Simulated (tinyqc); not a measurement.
## Junction parameters from two forward currents

Question. D(v) = J1 (exp(v/Vt) - 1) + J2 (exp(v/(2 Vt)) - 1). Find J1, J2 and the voltage 2 Vt ln(J2/J1) near which both parts are equal.

Parameters, values chosen for the exercise: temperature T = 398 K.

Constants: q = 1.602176634e-19 C, kB = 1.380649e-23 J/K, Vt = kB T/q. Results are converted to the units shown.

junction voltages (V): 0.27  0.71
currents (uA/um): 8.2220463e-8  7.4478007e-4

Solution. The current is linear in J1 and J2, so two points give two equations.

J1 = 7.10e-13 uA/um
J2 = 1.60e-9 uA/um
crossover = 0.530 V

Numbers from tinyqc (`OMP_NUM_THREADS=1 python tinyqc.py 2182141 2182142 out.jsonl`; about 0.2 s on one thread of a shared Intel Xeon 2.30GHz).
